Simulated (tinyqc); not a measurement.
Shallow acceptor in the spherical four-band model: one step. Matrices in a small basis. Three cases, with inputs chosen for the exercise.

Task: Form S and H.

The ground state 1S3/2 has an L = 0 part f(r) and an L = 2 part g(r). In units of Ry* and a*, with Gaussians f_i = exp(-a_i r^2), g_i = r^2 exp(-a_i r^2), A = a_i + a_j and I(n) = Gamma((n + 1)/2)/(2 A^((n + 1)/2)): S_ff = I(2), S_gg = I(6), H_ff = (6 a_i a_j/A) I(2) - 2 I(1), H_gg = (14 a_i a_j/A) I(6) - 2 I(5), H_fg = -mu [15 I(2) - 20 a_j I(4) + 4 a_j^2 I(6)]; each function is then normalised. The split-off band is left out.

Give: S; H.

Case 1.

Values chosen (out of a larger set: near those of a shallow acceptor in Si, where the small spin-orbit splitting and strong warping make this model rough; not measured data): al = (0.176, 1.05, 6.32) 1/a*^2 (exponents a_i, the same for f and g).

mu = 0.470093

Result:

S:
```
        f1      f2      f3      g1      g2      g3
f1  1.0000  0.5873  0.1850       0       0       0
f2  0.5873  1.0000  0.5845       0       0       0
f3  0.1850  0.5845  1.0000       0       0       0
g1       0       0       0  1.0000  0.2888  0.0195
g2       0       0       0  0.2888  1.0000  0.2856
g3       0       0       0  0.0195  0.2856  1.0000
```

H (Ry*):
```
         f1       f2        f3       g1       g2        g3
f1  -0.8109  -0.9363   -0.8742  -0.3204  -0.0925   -0.0063
f2  -0.9363  -0.1204   -0.4233  -0.5521  -1.9117   -0.5460
f3  -0.8742  -0.4233   10.9366  -0.2245  -3.2866  -11.5066
g1  -0.3204  -0.5521   -0.2245   0.5179   0.2246   -0.0131
g2  -0.0925  -1.9117   -3.2866   0.2246   5.6058    2.6673
g3  -0.0063  -0.5460  -11.5066  -0.0131   2.6673   39.9609
```

Case 2.

Values chosen (out of a larger set: near those of a shallow acceptor in Si, where the small spin-orbit splitting and strong warping make this model rough; not measured data): al = (0.428, 2.57) 1/a*^2 (exponents a_i, the same for f and g).

mu = 0.467907

Result:

S:
```
        f1      f2      g1      g2
f1  1.0000  0.5852       0       0
f2  0.5852  1.0000       0       0
g1       0       0  1.0000  0.2865
g2       0       0  0.2865  1.0000
```

H (Ry*):
```
         f1       f2       g1       g2
f1  -0.8040  -0.9985  -0.7756  -0.2222
f2  -0.9985   2.5936  -1.3343  -4.6573
g1  -0.7756  -1.3343   1.8824   0.8745
g2  -0.2222  -4.6573   0.8745  15.2612
```

Case 3.

Values chosen (out of a larger set: near those of a shallow acceptor in Si, where the small spin-orbit splitting and strong warping make this model rough; not measured data): al = (0.175, 1.05, 6.31) 1/a*^2 (exponents a_i, the same for f and g).

mu = 0.468998

Result:

S:
```
        f1      f2      f3      g1      g2      g3
f1  1.0000  0.5855  0.1845       0       0       0
f2  0.5855  1.0000  0.5850       0       0       0
f3  0.1845  0.5850  1.0000       0       0       0
g1       0       0       0  1.0000  0.2868  0.0194
g2       0       0       0  0.2868  1.0000  0.2862
g3       0       0       0  0.0194  0.2862  1.0000
```

H (Ry*):
```
         f1       f2        f3       g1       g2        g3
f1  -0.8101  -0.9355   -0.8718  -0.3179  -0.0912   -0.0062
f2  -0.9355  -0.1204   -0.4219  -0.5469  -1.9072   -0.5458
f3  -0.8718  -0.4219   10.9129  -0.2221  -3.2803  -11.4616
g1  -0.3179  -0.5469   -0.2221   0.5129   0.2202   -0.0132
g2  -0.0912  -1.9072   -3.2803   0.2202   5.6058    2.6724
g3  -0.0062  -0.5458  -11.4616  -0.0132   2.6724   39.8942
```

Computed by tinyqc, one run a case: `OMP_NUM_THREADS=1 python tinyqc.py N N+1 out.jsonl` with N = 1250352, 1250488, 1250633; one thread of a shared Intel(R) Xeon(R) Processor @ 2.30GHz, about 0.06 s a run at most.
